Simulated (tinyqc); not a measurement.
Inside a calculation. Method: sp3 tight binding, zinc-blende lattice. One step of it, computed by the program tinyqc.

Problem. Levels at G. Diagonalise the Hermitian matrix.

H(k) at G (eV), lower triangle:
```
,a s,a px,a py,a pz,c s,c px,c py,c pz
a s,-12.700000
a px,0.000000,-7.210000
a py,0.000000,0.000000,-7.210000
a pz,0.000000,0.000000,0.000000,-7.210000
c s,-5.573628,0.000000,0.000000,0.000000,-12.700000
c px,0.000000,2.149828,0.000000,0.000000,0.000000,-7.210000
c py,0.000000,0.000000,2.149828,0.000000,0.000000,0.000000,-7.210000
c pz,0.000000,0.000000,0.000000,2.149828,0.000000,0.000000,0.000000,-7.210000
```

Give: eigenvalues.

Solution.

eigenvalues (eV): -18.274  -9.360  -9.360  -9.360  -7.126  -5.060  -5.060  -5.060
